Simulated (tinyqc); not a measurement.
Choosing the offset: vacuum evaporation: vapour pressure, source flux, thickness distribution, purity and step coverage. Computed by tinyqc, a small Python program. Command: `OMP_NUM_THREADS=1 python tinyqc.py 3112907 3112908 out.jsonl evap walk`. One thread of a shared host (Intel(R) Xeon(R) Processor @ 2.30GHz), about 0.01 s of CPU time with the checks.

Molecular flow, unit sticking of the metal, no re-evaporation. The background gas is taken as water vapour (18.015 g/mol, collision diameter 0.37 nm) at 300 K.

Inputs (values chosen for the exercise, modelled on gallium, with constants for the liquid): directionality n = 2; source-to-wafer distance h = 27 cm; wafer radius R = 5 cm.

Method. Rotating wafer, source offset by s and facing upwards: thickness at radius r is the mean over the angle a of (1 + (r^2 + s^2 - 2 r s cos a)/h^2)^(-(n + 3)/2), by 360 equal steps; non-uniformity (max - min)/(max + min) over 21 radii from 0 to R. The curvature at the centre vanishes at s/h = sqrt(2/(n + 3)).

Against the offset:

| s/h | centre thickness | edge over centre | non-uniformity (%) |
|---|---|---|---|
| 0.0 | 1.0000 | 0.9192 | 4.2123 |
| 0.2 | 0.9066 | 0.9318 | 3.5327 |
| 0.4 | 0.6900 | 0.9618 | 1.9467 |
| 0.5 | 0.5724 | 0.9785 | 1.0873 |
| 0.6 | 0.4636 | 0.9940 | 0.3020 |
| 0.7 | 0.3690 | 1.0073 | 0.3620 |
| 0.8 | 0.2903 | 1.0179 | 0.8881 |
| 0.9 | 0.2269 | 1.0259 | 1.2807 |
| 1.1 | 0.1377 | 1.0353 | 1.7344 |

The best row, s/h = 0.6, has 0.30 % against 4.2 % on the axis, at the price of a rate lower by a factor 2.16; the small-wafer optimum is sqrt(2/(n + 3)) = 0.63.

Extremes, crossings and ranges named in words are read from the listed rows.
